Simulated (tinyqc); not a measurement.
What moves the results: Lorentz oscillators and the Kramers-Kronig relations. A value that a table varies takes the place of the one given here.

eps(E) = 1 + sum_j S_j/(E0_j^2 - E^2 - i G_j E).

Kramers-Kronig: eps1(E) = 1 + (2/pi) P integral_0^infinity E1 eps2(E1)/(E1^2 - E^2) dE1. Maclaurin rule on the grid E_j = j h, j = 1 .. M: eps1(E_i) = 1 + (4 h/pi) sum over j with j - i odd of E_j eps2(E_j)/(E_j^2 - E_i^2); nothing is added above E_M.

n + i k = sqrt(eps1 + i eps2) with k >= 0; R = ((n - 1)^2 + k^2)/((n + 1)^2 + k^2) at normal incidence from vacuum; alpha = 2 E k/(hbar c), times 1e8 for 1/cm; loss function Im(-1/eps) = eps2/(eps1^2 + eps2^2).

Constants: hbar c = 1973.269805 eV angstrom.

Parameters, chosen for this exercise:
- E0 = (2.31, 4.62) eV (resonances)
- G = (0.34, 0.63) eV (widths)
- S = (19.6, 102.1) eV^2 (strengths)
- h = 0.5 eV (grid step)
- M = 36 (grid points E_j = j h)
- E_t = 0.5 eV (energy below the first line)
- E = 3.16 eV (photon energy)

## Numerical transform against the formula

Every third grid point is listed; the error is the transform minus the formula.

Dielectric function:
```
E (eV)    eps2  eps1 formula  eps1 transform   error
1.00     0.508        10.506          11.283   0.776
2.50    11.393        -3.808           3.851   7.659
4.00     7.600        14.821          19.671   4.851
5.50     3.933        -9.740          -7.958   1.782
7.00     0.599        -3.048          -3.725  -0.678
8.50     0.221        -1.276          -0.796   0.480
10.00    0.111        -0.497          -0.762  -0.265
11.50    0.065        -0.071           0.160   0.231
13.00    0.041         0.191           0.044  -0.147
14.50    0.028         0.365           0.501   0.136
16.00    0.020         0.488           0.391  -0.097
17.50    0.015         0.577           0.663   0.086
```

What does this show, and why?

The largest error listed is +7.659 at 2.50 eV. The rule samples every 2h = 1 eV and the narrowest line is 0.34 eV wide, so it is not resolved. The grid ends at 18 eV, where eps2 is still 0.014; the error at the last point listed, nearest the missing tail, is +0.086.

## How far the spectrum must be known

The integrals are done by adaptive quadrature and cut at E_cut. f-sum share: (2/pi) integral of E eps2 over sum S. Static share: (2/pi) integral of eps2/E over eps(0) - 1.

Cut integrals:
```
E_cut (eV)  eps1(E_t)  f-sum share  static share
3.7             5.481        0.187         0.508
5.1             9.044        0.780         0.924
6.9             9.600        0.921         0.990
9.2             9.662        0.952         0.997
13.9            9.682        0.971         0.999
23.1            9.687        0.984         1.000
```

eps1(E_t) from the formula = 9.688

How do the results move?

Cut at 5.1 eV, just above the last line, eps1(E_t) lacks 0.644; cut at 23.1 eV it lacks 0.001. At 6.9 eV the static sum has reached 0.990 and the f-sum only 0.921: the f-sum weights eps2 by E and the static sum by 1/E, so the f-sum needs the far tail.

## Optical constants across the spectrum

Spectrum:
```
E (eV)     eps1    eps2      n      k      R   loss
0.69      9.914   0.296  3.149  0.047  0.268  0.003
1.64     13.548   1.796  3.689  0.243  0.331  0.010
2.58     -2.432   7.602  1.666  2.282  0.459  0.119
3.53      9.140   3.158  3.067  0.515  0.270  0.034
4.47     13.897  29.508  4.822  3.059  0.554  0.028
5.42    -10.576   4.639  0.697  3.326  0.800  0.035
6.36     -4.675   1.108  0.254  2.177  0.839  0.048
7.31     -2.524   0.468  0.147  1.595  0.848  0.071
8.25     -1.471   0.254  0.104  1.217  0.845  0.114
9.20     -0.846   0.156  0.085  0.924  0.833  0.211
10.14    -0.446   0.105  0.078  0.673  0.807  0.498
11.09    -0.166   0.074  0.089  0.417  0.739  2.237
```

How do the results move?

Among the energies listed the largest values are at (eV): eps2 4.47; n 4.47; k 5.42; R 7.31; loss 11.09 (last row, still rising). eps1 crosses zero at 2.37, 2.70, 4.62 and 11.85 eV; the last crossing is upward and marks the plasmon, against sqrt(sum S) = 11.03 eV for free electrons.

## What each oscillator parameter does

At the energy E. Each row changes one parameter from the base and keeps the others.

Results:
```
case                      eps1   eps2      n      k      R
base                     5.719  2.453  2.444  0.502  0.193
E0 = (2.31, 4.851) eV    4.376  2.009  2.144  0.469  0.151
G = (0.34, 0.945) eV     5.406  3.135  2.414  0.649  0.200
S = (19.6, 122.52) eV^2  7.463  2.759  2.777  0.497  0.235
E = 3.318 eV             7.167  2.580  2.719  0.475  0.226
```

What can be read from the table?

The largest shifts from the base row, up to three for each result and ties (the steps differ in size, so this ranks the rows, not the parameters). eps1: S +1.744, E +1.448, E0 -1.343. eps2: G +0.682, E0 -0.444, S +0.306. n: S +0.333, E0 -0.300, E +0.275. k: G +0.147, E0 -0.033, E -0.027. R: E0 -0.042, S +0.042, E +0.033.

Computed by tinyqc, a small Python program: `OMP_NUM_THREADS=1 python tinyqc.py 1681984 1681985 out.jsonl` (the numbers bound the seed that draws the inputs); one thread of a shared host (Intel(R) Xeon(R) Processor @ 2.30GHz), about 0.2 s for the whole set of steps.
